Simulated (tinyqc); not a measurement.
sp3s* tight binding: one step. Levels at Gamma. Two cases, with inputs chosen for the exercise.

Problem. At k = 0 only g0 = 1 is left and H falls into 2 x 2 blocks [[E_a, V], [V, E_c]] with roots (E_a + E_c)/2 -/+ sqrt(((E_a - E_c)/2)^2 + V^2); the s* levels stay uncoupled. The direct gap runs from the highest lower root of the p blocks to the lowest upper root.

Case 1.

Values chosen (near a published set for Si, fitted to gaps, whose masses and valley positions are rough; the results hold for these values, not for the real material):
- Esa = -4.198 eV (s level of the anion)
- Esc = -4.198 eV (s level of the cation)
- Epa = 1.72 eV (p level of the anion)
- Epc = 1.72 eV (p level of the cation)
- Vss = -8.297 eV (s-s)
- Vxx = 1.712 eV (px-px)

Case 2.

Values chosen (near a published set for SiC, fitted to gaps, whose masses and valley positions are rough; the results hold for these values, not for the real material):
- Esa = -8.45 eV (s level of the anion)
- Esc = -4.825 eV (s level of the cation)
- Epa = 2.129 eV (p level of the anion)
- Epc = 4.319 eV (p level of the cation)
- Vss = -12.463 eV (s-s)
- Vxx = 3.024 eV (px-px)

Give: Blocks at Gamma (eV); direct gap at Gamma.

Solution.

Case 1.

Blocks at Gamma (eV):

| block | E_a | E_c | V | lower root | upper root |
|---|---|---|---|---|---|
| s (Gamma1) | -4.1980 | -4.1980 | -8.2970 | -12.4950 | 4.0990 |
| p (Gamma15) | 1.7200 | 1.7200 | 1.7120 | 0.0080 | 3.4320 |

direct gap at Gamma = 3.4240 eV

The lowest empty level at Gamma is p-like.

Case 2.

Blocks at Gamma (eV):

| block | E_a | E_c | V | lower root | upper root |
|---|---|---|---|---|---|
| s (Gamma1) | -8.4500 | -4.8250 | -12.4630 | -19.2316 | 5.9566 |
| p (Gamma15) | 2.1290 | 4.3190 | 3.0240 | 0.0079 | 6.4401 |

direct gap at Gamma = 5.9488 eV

The lowest empty level at Gamma is s-like.

Computed by tinyqc, one run a case: `OMP_NUM_THREADS=1 python tinyqc.py N N+1 out.jsonl` with N = 1451351, 1452132; one thread of a shared Intel(R) Xeon(R) Processor @ 2.30GHz, about 0.1 s a run at most.
